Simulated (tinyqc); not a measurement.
Gate voltage from the surface potential.

Question. At the source end, Vgs + Vsb - Vfb - psi = gamma sqrt(G), G = psi - Vt + Vt exp((psi - 2 phiF - Vsb)/Vt), and the voltage over the insulator is gamma sqrt(G). Find that voltage and Vgs.

Parameters, values chosen for the exercise: temperature T = 400 K; flat-band voltage Vfb = -1.44 V; source-body reverse bias Vsb = 0 V.

Constants: q = 1.602176634e-19 C, kB = 1.380649e-23 J/K, Vt = kB T/q. Results are converted to the units shown.

psi = 2.8512995 V
phiF = 1.3578333 V
gamma = 0.050791502 V^0.5

Answer. In this direction the relation is explicit: no iteration is needed.

voltage over the insulator = 0.1087 V
Vgs = 1.520 V

Program tinyqc, `OMP_NUM_THREADS=1 python tinyqc.py 2360080 2360081 out.jsonl`; Intel Xeon 2.30GHz, shared host, one thread, about 0.04 s.
